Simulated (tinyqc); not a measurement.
Peak gain against injection: optical gain and spontaneous emission in a bulk direct-gap semiconductor.

Parabolic bands, vertical transitions, no excitons. For each hole band j: mr = me mj/(me + mj); joint density of states J_j(E) = (mr/c)^(3/2) sqrt(E - Eg)/(2 pi^2), both spins, c = hbar^2/2m0; averaged matrix element |e.p|^2 = m0 Ep/6; alpha_j(E) = 4 pi^2 alpha_f c Ep J_j/(3 nr E) in 1/angstrom (alpha_f the fine-structure constant, listed as alpha among the constants), times 1e8 for 1/cm.

F_j(eta) = (1/Gamma(j + 1)) integral_0^infinity x^j dx/(1 + exp(x - eta)), which tends to exp(eta) for eta << 0.

Quasi-Fermi levels: n = Nc F_1/2(Fc/kT) and p = Nv F_1/2(Fv/kT), Fc counted up from the conduction edge and Fv down from the valence edge; Nc, Nv from N = 2 (m kB T/(4 pi c))^(3/2) with c = hbar^2/2m0, in 1/angstrom^3; times 1e24 for 1/cm^3, with me and (mhh^(3/2) + mlh^(3/2))^(2/3).

For band j the electron sits at Ee = (E - Eg) mr/me above its edge and the hole at Eh = (E - Eg) mr/mj; fe = 1/(1 + exp((Ee - Fc)/kT)), fh = 1/(1 + exp((Eh - Fv)/kT)); gain g = sum_j alpha_j (fe + fh - 1).

Spontaneous rate: R = integral of (nr E/(hbar c))^2/(pi^2 hbar) sum_j alpha_j fe fh dE, with alpha in 1/cm and (nr E/(hbar c))^2 in 1/cm^2 (1e16 per 1/angstrom^2); B = R/(n p); lifetime n/R.

Constants: hbar^2/2m0 = 3.80998211 eV angstrom^2; fine-structure constant alpha = 0.007297352564; kB = 8.617333262e-05 eV/K; hbar = 6.58211957e-16 eV s; hbar c = 1973.269805 eV angstrom.

Values chosen for the exercise (near those of GaAs; not measured data): Eg = 1.39 eV (direct gap); me = 0.0649 m0 (electron mass); mhh = 0.492 m0 (heavy-hole mass); mlh = 0.0848 m0 (light-hole mass); Ep = 26.4 eV (Kane energy); nr = 3.65 (refractive index); T = 350 K.

The peak is the largest g over E; a dash marks no gain.

Gain:
```
n (1/cm^3)  Fc (eV)  Fv (eV)  peak gain (1/cm)  peak E - Eg (eV)  B (cm^3/s)
7.4e+17      0.0253  -0.0826                 -                 -    1.92e-10
1.2e+18      0.0488  -0.0676                 -                 -    1.80e-10
1.7e+18      0.0688  -0.0566                47            0.0042    1.69e-10
2.1e+18      0.0826  -0.0499               199            0.0119    1.62e-10
2.7e+18      0.1011  -0.0418               463            0.0226    1.52e-10
3.4e+18      0.1205  -0.0342               770            0.0343    1.42e-10
4.5e+18      0.1479  -0.0247              1217            0.0505    1.29e-10
6.0e+18      0.1813  -0.0147              1749            0.0692    1.16e-10
```

transparency density (Fc + Fv = 0) = 1.49e+18 1/cm^3

What does the comparison show?

Gain starts at 1.49e+18 1/cm^3, where Fc = -Fv = 0.0608 eV: with Nv/Nc = 22 the electrons must be degenerate before the holes are. The slope of peak gain against n is 3.81e-16 cm^2 between the first two rows with gain and 3.55e-16 between the last two; the peak moves from 0.0042 to 0.0692 eV above the gap as the bands fill, and B falls by a factor 1.66. Line broadening and gap shrinkage are left out.

Run: tinyqc, `OMP_NUM_THREADS=1 python tinyqc.py 1650270 1650271 out.jsonl`; Intel(R) Xeon(R) Processor @ 2.30GHz, one thread, shared host; about 0.08 s of CPU time with all checks.
